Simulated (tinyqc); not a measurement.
## Electron density from the centroid

Problem. In the Fang-Howard model the centroid is 3/b with b^3 = 6 (mz1/C) q (Nd + 11 Ns/32)/(eps0 eps_r), C = hbar^2/(2 m0), the field in eV/nm. Find b and Ns.

Inputs (values chosen for the exercise); masses and permittivity close to those of In0.53Ga0.47As: relative permittivity eps_r = 14; mass along z of valley set A (1 valley(s)) mz1 = 0.0416 m0; sheet density of depletion charge Nd = 2.3e11 cm^-2.

Constants: q = 1.602176634e-19 C, hbar = 1.054571817e-34 J s, m0 = 9.1093837015e-31 kg, eps0 = 8.8541878128e-14 F/cm where lengths are in cm, hbar^2/(2 m0) = 0.0380998212 eV nm^2. Results are converted to the units shown.

centroid = 7.4217211 nm

Answer. b = 3/centroid gives Nd + 11 Ns/32, from which the depletion charge is taken off.

b = 0.404 1/nm
Ns = 1.60e12 cm^-2

Program tinyqc, `OMP_NUM_THREADS=1 python tinyqc.py 2160136 2160137 out.jsonl`; Intel Xeon 2.30GHz, shared host, one thread, about 0.5 s.
